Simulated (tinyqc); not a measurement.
Thermal boundary conductance by the acoustic and diffuse mismatch models: one step, computed by the program tinyqc.

Each side has one longitudinal and two transverse Debye branches, omega = v q up to q_D = (6 pi^2 n)^(1/3), with n counting all atoms. Scattering at the interface is elastic. Electrons are left out of G, also for metals. Melting is ignored. G refers to the temperatures of the phonons sent towards the interface. Linear branches over all atoms overstate G at high T, most for crystals with several atoms a cell.

Problem. Diffuse mismatch: transmission at low frequency. A phonon forgets its side and branch: alpha(1 to 2) = S_2/(S_1 + S_2), S_i = 1/vL_i^2 + 2/vT_i^2.

Inputs (values chosen for the exercise, for two model solids):
```
quantity                    value  unit
longitudinal velocity vL_1   4490   m/s
transverse velocity vT_1     2170   m/s
longitudinal velocity vL_2   2860   m/s
transverse velocity vT_2     1370   m/s
```

Structure: film on a substrate.

Give: S_1; S_2; diffuse alpha, 1 to 2.

Solution.

S_1 = 4.743e-07 s^2/m^2

S_2 = 1.188e-06 s^2/m^2

diffuse alpha, 1 to 2 = 0.7146
